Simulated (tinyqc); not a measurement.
# Length offset and series resistance from crossing lines

Question. R_total = Rs + k (L - dL)/Vo with constant Rs, dL and k. Find k, dL and Rs.

R_total at (L, Vo) = (50, 0.42), (100, 0.42), (50, 0.98) and (100, 0.98), L in nm and Vo in V (ohm um): 795.38095  1354.9048  540.87755  780.67347

Solution. At each overdrive R is a straight line in L with slope k/Vo; the two lines cross at L = dL, R = Rs.

k = 4.70 ohm um V/nm
dL = 10.2 nm
Rs = 350 ohm um

Numbers from tinyqc (`OMP_NUM_THREADS=1 python tinyqc.py 2282190 2282191 out.jsonl`; about 0.03 s on one thread of a shared Intel Xeon 2.30GHz).
